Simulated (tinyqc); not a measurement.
Inside a calculation. Method: harmonic frequencies on the UHF/sto-3g surface (energies and gradients from PySCF), for BeH, spin multiplicity 2. One step of it, computed by the program tinyqc.

Task: One row of the Hessian: 1Bez. Displace 1Bez by +/-0.01 bohr; H(k, :) = (g(+) - g(-)) / (2 delta).

optimised positions (bohr):
```
,x,y,z
1Be,0.000000,0.000000,0.002444
2H,0.000000,0.000000,2.461759
```

gradient at +delta (hartree/bohr):
```
,x,y,z
1Be,0.00000000,0.00000000,0.00226519
2H,0.00000000,0.00000000,-0.00226519
```

gradient at -delta (hartree/bohr):
```
,x,y,z
1Be,0.00000000,0.00000000,-0.00221870
2H,0.00000000,0.00000000,0.00221870
```

Give: row of the Hessian.

Result:

row of the Hessian (hartree/bohr^2): 1Bex 0.000000, 1Bey 0.000000, 1Bez 0.224194, 2Hx 0.000000, 2Hy 0.000000, 2Hz -0.224194
